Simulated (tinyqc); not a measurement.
## Channel mobility from two channel lengths

Question. Two power MOSFETs differ only in channel length: R_on = R_rest + Lc (Wp + a)/(2 mch Cox Vov), Cox = 3.9 eps0/tox. Find mch and R_rest.

Parameters, values chosen for the exercise: gate oxide thickness (eps_r 3.9) tox = 33 nm; gate overdrive Vov = 9 V; width of the p body in one cell, channels included Wp = 3.8 um; gap between neighbouring p bodies a = 2.8 um.

Constants: eps0 = 8.8541878128e-14 F/cm where lengths are in cm. Results are converted to the units shown.

R_on at Lc = 0.44 and 1.1 um (mohm cm^2): [7.6708941, 8.8272352]

Answer. R_on is a straight line in Lc; its slope gives mch and its intercept the rest.

mch = 20.0 cm^2/(V s)
R_rest = 6.90 mohm cm^2

tinyqc, about 0.01 s, one thread, Intel Xeon 2.30GHz (shared host): `OMP_NUM_THREADS=1 python tinyqc.py 2230146 2230147 out.jsonl`
